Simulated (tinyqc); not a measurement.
Tight binding, honeycomb lattice, step by step. One step of it, computed by the program tinyqc.

Task: Bloch Hamiltonian at K. H_AB = -t1 (1 + exp(-i k.a1) + exp(-i k.a2)); H_AA = delta - 2 t2 sum cos(k.b + phi), H_BB = -delta - 2 t2 sum cos(k.b - phi), b = a1, a2 - a1, -a2.

Parameters chosen for this model:
```
parameter     value                        unit
t1         1.720000                 eV, nearest
t2         0.060000       eV, second neighbours
phi        1.570000  rad, phase of t2 (Haldane)
delta             0          eV, +/- on A and B
```

k point K (fractions of the reciprocal vectors): 0.333333  0.666667

Give: H(k) at K.

Result:

H(k) at K (eV):
```
       A       B
A  0.312   0.000
B  0.000  -0.312
```
